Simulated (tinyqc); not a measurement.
Thin-film transistor with exponential tail and deep states, accumulation layer: one step of the calculation.

An undoped film in accumulation, thicker than the space-charge layer. With band bending psi the Fermi level lies E0 - psi below the band edge. Free electrons n = n0 exp(psi/Vt) carry the current; electrons in two exponential distributions of traps, a = a0 exp(psi/Va) and d = d0 exp(psi/Vp), do not. Linear regime, ohmic contacts, traps in equilibrium.

Question. Surface potential by Newton steps. Va = kB Tt/q, Vp = kB Td/q. G(psi) = sum over the three kinds of c0 [V (exp(psi/V) - 1) - psi], field F = sqrt(2 q G/(eps0 eps_r)); Vg = psi + eps0 eps_r F/Ci at the surface. f = psi + eps0 eps_r F/Ci - Vg, f' = 1 + q rho/(Ci F) with rho = sum c0 (exp(psi/V) - 1); psi(new) = psi - f/f'.

Values chosen for this exercise; values close to those of an organic semiconductor:
- T = 290 K (temperature)
- eps_r = 3.2 (relative permittivity of the semiconductor)
- Tt = 390 K (characteristic temperature of the tail)
- Td = 1090 K (characteristic temperature of the deep states)
- Ci = 17 nF/cm^2 (gate capacitance)
- Vg = 18 V (gate voltage above flat band)

Constants: q = 1.602176634e-19 C, kB = 1.380649e-23 J/K, Vt = kB T/q, eps0 = 8.8541878128e-14 F/cm where lengths are in cm. Results are converted to the units shown.

psi at the start = 0.61 V
n0 = 2.5066129e9 cm^-3
a0 = 3.5643092e12 cm^-3
d0 = 6.4737811e14 cm^-3

Give: F; f; f'; psi after iteration 1.

Answer.

F = 3634.9 kV/cm
f = 43.192 V
f' = 966.84
psi after iteration 1 = 0.56533 V

tinyqc, about 0.03 s, one thread, Intel Xeon 2.30GHz (shared host): `OMP_NUM_THREADS=1 python tinyqc.py 2610029 2610030 out.jsonl`
